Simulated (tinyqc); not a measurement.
From results back to parameters: donor-acceptor pair recombination. Three cases, with inputs chosen for the exercise.

Problem. The lines of two shells were computed from hidden eps and ED + EA.

h nu = Eg - ED - EA + q/(eps R), q = e^2/(4 pi eps0); shell j lies at R = a_lat sqrt(j/2) for the same sublattice and a_lat sqrt(j/2 - 5/16) for opposite ones (on the same sublattice shells 14, 30, 46, 56, 62, ... are empty, where 2j has the form 4^a (8b + 7)); rate W = W0 exp(-2R/aD) with the donor radius aD = q/(2 eps ED). Polarisation and overlap terms, which matter for close pairs, are left out.

Constants: e^2/(4 pi eps0) = 14.39964547 eV angstrom.

Find: R; eps; ED + EA.

Method. h nu against 1/R is a line of slope q/eps and intercept Eg - ED - EA.

Case 1.

Values chosen (near those of impurities in Si; the results hold for these values, not for the real material): a_lat = 5.431 angstrom (lattice constant); Eg = 1.169 eV (gap); kind = opposite (sublattices of donor and acceptor); j12 = (117, 339) (two shells).

h nu (eV): 1.108808  1.096522

Solution.

R (angstrom): 41.43  70.64

eps = 11.7
ED + EA = 90 meV

Case 2.

Values chosen (near those of impurities in Si; the results hold for these values, not for the real material): a_lat = 5.431 angstrom (lattice constant); Eg = 1.178 eV (gap); kind = same (sublattices of donor and acceptor); j12 = (39, 165) (two shells).

h nu (eV): 1.133568  1.106506

Solution.

R (angstrom): 23.98  49.33

eps = 11.4
ED + EA = 97 meV

Case 3.

Values chosen (near those of impurities in GaAs; the results hold for these values, not for the real material): a_lat = 5.653 angstrom (lattice constant); Eg = 1.514 eV (gap); kind = same (sublattices of donor and acceptor); j12 = (5167, 5584) (two shells).

h nu (eV): 1.483085  1.482937

Solution.

R (angstrom): 287.33  298.70

eps = 12.9
ED + EA = 35 meV

Computed by tinyqc, one run a case: `OMP_NUM_THREADS=1 python tinyqc.py N N+1 out.jsonl` with N = 1282169, 1282189, 1282232; one thread of a shared Intel(R) Xeon(R) Processor @ 2.30GHz, about 0.05 s a run at most.
